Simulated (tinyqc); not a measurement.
Closing and inverting the gap: three-level Kane dispersion of a narrow-gap semiconductor.

Zero of energy at Gamma8, c = hbar^2/2m0, P^2 = Ep c. The free-electron term and remote bands are left out, so the heavy holes are flat at E = 0 and the other three bands obey E (E - Eg)(E + Dso) = P^2 k^2 (E + 2 Dso/3). The conduction band is the highest root; its edge is Ec = max(Eg, 0).

Constants: hbar^2/2m0 = 3.80998211 eV angstrom^2.

Values chosen for the exercise (out of a larger set: near those of InSb; not measured data):
```
symbol  value  unit        meaning
Dso     0.82   eV          spin-orbit splitting
Ep      24.3   eV          Kane energy
k       0.033  1/angstrom  wave vector
```

Eg is varied at fixed k, Dso and Ep. Edge mass: Eg (Eg + Dso)/(Ep (Eg + 2 Dso/3)) for Eg > 0, 3 |Eg|/(2 Ep) for Eg < 0. The Gamma6 weight of the conduction state is 1/(1 + P^2 k^2 [(2/3)/E^2 + (1/3)/(E + Dso)^2]).

Results:
```
Eg (eV)      m0*  highest root (eV)  middle (eV)  lowest (eV)  E - Ec (meV)  Gamma6 weight
-0.400   0.02469             0.1346      -0.4554      -0.8992         134.6          0.211
-0.200   0.01235             0.1890      -0.3329      -0.8761         189.0          0.343
-0.080   0.00494             0.2363      -0.2689      -0.8673         236.3          0.448
-0.020   0.00123             0.2648      -0.2409      -0.8639         264.8          0.503
0.020    0.00122             0.2857      -0.2239      -0.8618         265.7          0.540
0.080    0.00473             0.3197      -0.2007      -0.8590         239.7          0.594
0.400    0.02121             0.5474      -0.1186      -0.8487         147.4          0.805
```

Give the missing row, Eg (eV) = 0.200.

Computed row:
```
Eg (eV)      m0*  highest root (eV)  middle (eV)  lowest (eV)  E - Ec (meV)  Gamma6 weight
0.200    0.01124             0.3969      -0.1625      -0.8544         196.9          0.690
```

The edge mass vanishes with |Eg| from both sides, yet the kinetic energy at this k stays finite, at most 265.7 meV in the table; at Eg = 0 the two-level form, without the split-off band, gives the linear value sqrt(2/3) P k = 259.3 meV. The Gamma6 weight of the conduction state goes smoothly from 0.21 to 0.80 and is 0.50 and 0.54 in the two rows next to Eg = 0: at finite k nothing jumps at the inversion.

Program tinyqc; command `OMP_NUM_THREADS=1 python tinyqc.py 1051048 1051049 out.jsonl`; about 0.01 s on one thread of a shared Intel(R) Xeon(R) Processor @ 2.30GHz.
